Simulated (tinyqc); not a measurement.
Comparisons within one model: donors with valley-orbit split 1s states. A value that a table varies takes the place of the one given here.

Each donor binds at most one electron, in any of its states. For a site s, W_s = sum over its states of g exp(E/kT), and the ionised share is 1/(1 + W_s exp(eta)), eta = (EF - Ec)/kT; n = Nc F_1/2(eta); neutrality n + NA = ND x (mean ionised share); holes are neglected. Nc from N = 2 (m kB T/(4 pi c))^(3/2) with c = hbar^2/2m0, in 1/angstrom^3; times 1e24 for 1/cm^3, m = md. F_j(eta) = (1/Gamma(j + 1)) integral_0^infinity x^j dx/(1 + exp(x - eta)), which tends to exp(eta) for eta << 0.

Mobility (Caughey-Thomas form): mu = mu0 + (mu1 (T/300)^(-ga) - mu0)/(1 + ((ND + NA)/Nr)^de); rho = 1/(e n mu), e = 1.602176634e-19 C.

Constants: hbar^2/2m0 = 3.80998211 eV angstrom^2; kB = 8.617333262e-05 eV/K.

Parameters, chosen for this exercise (near those of P in Si; shifted at random, so the results belong to these values and not to a real crystal): md = 1.06 m0 (density-of-states mass of the conduction band); E = (44.6, 33, 31.6) meV (binding energies of 1s(A1), 1s(T2), 1s(E)); g = (2, 6, 4) (their degeneracies with spin); ND = 4.9e+17 1/cm^3 (donors); NA = 0 1/cm^3 (compensating acceptors, all ionised); T = 225 K; mu0 = 67 cm^2/(V s) (mobility at heavy doping); mu1 = 1449 cm^2/(V s) (mobility at light doping and 300 K); Nr = 9.3e+16 1/cm^3 (reference doping); de = 0.72 (doping exponent); ga = 2.3 (temperature exponent).

## What the excited states change

The last columns keep only the ground state of each site (g = 2).

Results:

| T (K) | effective degeneracy | eta | n (1/cm^3) | n, ground states only | ratio |
|---|---|---|---|---|---|
| 40 | 2.30 | -7.39 | 8.25e+14 | 8.85e+14 | 0.933 |
| 60 | 2.96 | -5.67 | 8.45e+15 | 1.03e+16 | 0.824 |
| 80 | 3.72 | -4.94 | 2.69e+16 | 3.64e+16 | 0.741 |
| 110 | 4.78 | -4.47 | 6.94e+16 | 1.03e+17 | 0.675 |
| 150 | 5.91 | -4.26 | 1.35e+17 | 2.08e+17 | 0.653 |
| 200 | 6.94 | -4.25 | 2.12e+17 | 3.13e+17 | 0.675 |
| 250 | 7.69 | -4.33 | 2.72e+17 | 3.80e+17 | 0.717 |
| 300 | 8.25 | -4.45 | 3.18e+17 | 4.18e+17 | 0.761 |
| 400 | 9.03 | -4.71 | 3.78e+17 | 4.54e+17 | 0.832 |
| 500 | 9.54 | -4.96 | 4.12e+17 | 4.69e+17 | 0.879 |

What can be read from the table?

The effective degeneracy grows from 2.30 to 9.54. Excited states hold electrons back, so the ratio is never above 1; it is lowest, 0.653, at 150 K of those listed, and 0.761 at 300 K. At low T the excited states empty out, and at high T more donors are ionised (n is 84 % of ND - NA in the last row), so the effect is largest in between.

## Ionisation and resistivity against doping

NA = 0.

Results:

| ND (1/cm^3) | n (1/cm^3) | n/ND | mu (cm^2/(V s)) | rho (ohm cm) | rho at full ionisation |
|---|---|---|---|---|---|
| 1.0e+14 | 1.00e+14 | 1.000 | 2788 | 22.4 | 22.4 |
| 1.0e+15 | 9.96e+14 | 0.996 | 2707 | 2.31 | 2.31 |
| 1.0e+16 | 9.62e+15 | 0.962 | 2350 | 0.276 | 0.266 |
| 3.0e+16 | 2.70e+16 | 0.900 | 1967 | 0.118 | 0.106 |
| 1.0e+17 | 7.61e+16 | 0.761 | 1402 | 0.0585 | 0.0445 |
| 3.0e+17 | 1.74e+17 | 0.581 | 892 | 0.0401 | 0.0233 |
| 1.0e+18 | 3.85e+17 | 0.385 | 487 | 0.0333 | 0.0128 |
| 2.0e+18 | 5.83e+17 | 0.292 | 338 | 0.0317 | 0.00923 |

What does this show, and why?

From 1e16 to 1e18 1/cm^3 rho falls by a factor 8.29, not 100: the mobility takes a factor 4.83 and incomplete ionisation 2.50. n/ND is below 0.9 from 3e+16 1/cm^3 on. From a few times 1e18 1/cm^3 on, depending on the dopant, the levels merge with the band, and already below that screening lowers the binding energy, so the last rows understate n.

## Compensation sets the slope of the freeze-out

NA = K ND. The slope energy is -d ln(n T^(-p))/d(1/kT) between 30 and 36 K, with p = 3/4 for K = 0 and p = 3/2 otherwise.

Results:

| K | n(30 K) (1/cm^3) | n(36 K) (1/cm^3) | slope energy (meV) |
|---|---|---|---|
| 0 | 8.07e+13 | 3.80e+14 | 21.90 |
| 0.0010 | 1.30e+13 | 2.07e+14 | 38.74 |
| 0.010 | 1.32e+12 | 2.90e+13 | 43.72 |
| 0.050 | 2.53e+11 | 5.60e+12 | 43.81 |
| 0.20 | 5.32e+10 | 1.18e+12 | 43.81 |
| 0.50 | 1.33e+10 | 2.95e+11 | 43.81 |

What does this show, and why?

Without acceptors the slope is 21.90 meV, against half the ground-state energy, 22.30; with K = 0.05 it is 43.81 meV, against the full 44.6. The full energy (less a few meV where excited levels lie within a few kT) shows where n is far below NA, since the acceptors then hold EF near the donor level: n(36 K)/NA is 0.42 for K = 0.001 and 0.00023 for K = 0.05; where it is not small, the slope falls short of the full energy.

## What moves the carrier density

All results formed anew. Each row changes one parameter from the base and keeps the others.

Results:

| case | eta | n (1/cm^3) | rho (ohm cm) |
|---|---|---|---|
| base | -4.285 | 2.439e+17 | 0.03640 |
| E = (49.6, 33, 31.6) meV | -4.311 | 2.376e+17 | 0.03735 |
| md = 1.166 m0 | -4.381 | 2.556e+17 | 0.03472 |
| ND = 9.8e+17 1/cm^3 | -3.838 | 3.802e+17 | 0.03337 |
| NA = 4.9e+16 1/cm^3 | -4.425 | 2.120e+17 | 0.04391 |
| T = 255 K | -4.344 | 2.774e+17 | 0.04165 |
| Nr = 1.86e+17 1/cm^3 | -4.285 | 2.439e+17 | 0.02617 |

How do the results move?

The largest shifts from the base row, up to three for each result and ties (the steps differ in size, so this ranks the rows, not the parameters). eta: ND +0.447, NA -0.140, md -0.096; unchanged at the printed digits by Nr. n (1/cm^3): ND +1.36e+17, T +3.36e+16, NA -3.18e+16; unchanged at the printed digits by Nr. rho (ohm cm): Nr -0.0102, NA +0.00752, T +0.00525.

Computed by tinyqc, a small Python program: `OMP_NUM_THREADS=1 python tinyqc.py 1651806 1651807 out.jsonl` (the numbers bound the seed that draws the inputs); one thread of a shared host (Intel(R) Xeon(R) Processor @ 2.30GHz), about 0.01 s for the whole set of steps.
